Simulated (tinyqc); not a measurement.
Transfer-length model of a contact: course of the iteration.

A metal contact of length d and width W on a thin layer of the same width. The metal has no resistance, the sheet resistance under it equals Rsh, and current enters the layer at the front edge x = 0.

A = Lt coth(d/Lt) is solved for Lt, starting from Lt = A. Lt(new) = A tanh(d/Lt).

Stop when Lt changes by less than 1e-9 of itself, or after 40 iterations.

Parameters, values chosen for the exercise: contact length d = 0.37 um.

A = 2.15185 um

Course of the iteration:
```
iteration	Lt (um)	relative change
1	0.366396	0.830
2	1.64766	3.50
3	0.475260	0.712
4	1.40270	1.95
5	0.554801	0.604
6	1.25440	1.26
7	0.616924	0.508
8	1.15527	0.873
9	0.666543	0.423
...	...	...
32	0.881012	0.0356
33	0.854085	0.0306
34	0.877961	0.0280
35	0.856728	0.0242
36	0.875562	0.0220
37	0.858819	0.0191
38	0.873674	0.0173
39	0.860470	0.0151
40	0.872188	0.0136
```

Did this iteration meet its convergence test, and what does its course show?

No. Not converged within 40 iterations: the values swing above and below the root and close in slowly. The plain step multiplies the error by -2x/sinh(2x) = -0.89 with x = d/Lt = 0.43, which nears -1 for a contact short against Lt. A rerun with Newton steps converges in 6 iterations, to 0.86666 um.

Numbers from tinyqc (`OMP_NUM_THREADS=1 python tinyqc.py 2760085 2760086 out.jsonl`; about 0.01 s on one thread of a shared Intel Xeon 2.30GHz).
